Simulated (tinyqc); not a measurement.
Inside a calculation. Method: empirical pseudopotential in a few plane waves. One step of it, computed by the program tinyqc.

Task: Levels at G. Diagonalise the Hermitian matrix.

H(k) at G (eV):
```
,+0+0+0,-1-1-1,-1-1+1,-1+1-1,-1+1+1,+1-1-1,+1-1+1,+1+1-1,+1+1+1,-2+0+0,+0-2+0,+0+0-2,+0+0+2,+0+2+0,+2+0+0
+0+0+0,0.000000,2.491756,-2.491756,-2.491756,-2.491756,-2.491756,-2.491756,-2.491756,2.491756,0.000000,0.000000,0.000000,0.000000,0.000000,0.000000
-1-1-1,2.491756,11.016508,0.000000,0.000000,-0.394565,0.000000,-0.394565,-0.394565,0.000000,-2.491756,-2.491756,-2.491756,-0.355965,-0.355965,-0.355965
-1-1+1,-2.491756,0.000000,11.016508,0.394565,0.000000,0.394565,0.000000,0.000000,-0.394565,-2.491756,-2.491756,0.355965,2.491756,-0.355965,-0.355965
-1+1-1,-2.491756,0.000000,0.394565,11.016508,0.000000,0.394565,0.000000,0.000000,-0.394565,-2.491756,0.355965,-2.491756,-0.355965,2.491756,-0.355965
-1+1+1,-2.491756,-0.394565,0.000000,0.000000,11.016508,0.000000,0.394565,0.394565,0.000000,2.491756,-0.355965,-0.355965,-2.491756,-2.491756,0.355965
+1-1-1,-2.491756,0.000000,0.394565,0.394565,0.000000,11.016508,0.000000,0.000000,-0.394565,0.355965,-2.491756,-2.491756,-0.355965,-0.355965,2.491756
+1-1+1,-2.491756,-0.394565,0.000000,0.000000,0.394565,0.000000,11.016508,0.394565,0.000000,-0.355965,2.491756,-0.355965,-2.491756,0.355965,-2.491756
+1+1-1,-2.491756,-0.394565,0.000000,0.000000,0.394565,0.000000,0.394565,11.016508,0.000000,-0.355965,-0.355965,2.491756,0.355965,-2.491756,-2.491756
+1+1+1,2.491756,0.000000,-0.394565,-0.394565,0.000000,-0.394565,0.000000,0.000000,11.016508,-0.355965,-0.355965,-0.355965,-2.491756,-2.491756,-2.491756
-2+0+0,0.000000,-2.491756,-2.491756,-2.491756,2.491756,0.355965,-0.355965,-0.355965,-0.355965,14.688678,0.394565,0.394565,-0.394565,-0.394565,0.000000
+0-2+0,0.000000,-2.491756,-2.491756,0.355965,-0.355965,-2.491756,2.491756,-0.355965,-0.355965,0.394565,14.688678,0.394565,-0.394565,0.000000,-0.394565
+0+0-2,0.000000,-2.491756,0.355965,-2.491756,-0.355965,-2.491756,-0.355965,2.491756,-0.355965,0.394565,0.394565,14.688678,0.000000,-0.394565,-0.394565
+0+0+2,0.000000,-0.355965,2.491756,-0.355965,-2.491756,-0.355965,-2.491756,0.355965,-2.491756,-0.394565,-0.394565,0.000000,14.688678,0.394565,0.394565
+0+2+0,0.000000,-0.355965,-0.355965,2.491756,-2.491756,-0.355965,0.355965,-2.491756,-2.491756,-0.394565,0.000000,-0.394565,0.394565,14.688678,0.394565
+2+0+0,0.000000,-0.355965,-0.355965,-0.355965,0.355965,2.491756,-2.491756,-2.491756,-2.491756,0.000000,-0.394565,-0.394565,0.394565,0.394565,14.688678
```

Give: eigenvalues.

Result:

eigenvalues (eV): -3.221  6.561  6.608  6.608  6.608  10.622  10.622  10.622  13.900  13.900  15.421  18.703  18.703  18.703  21.906
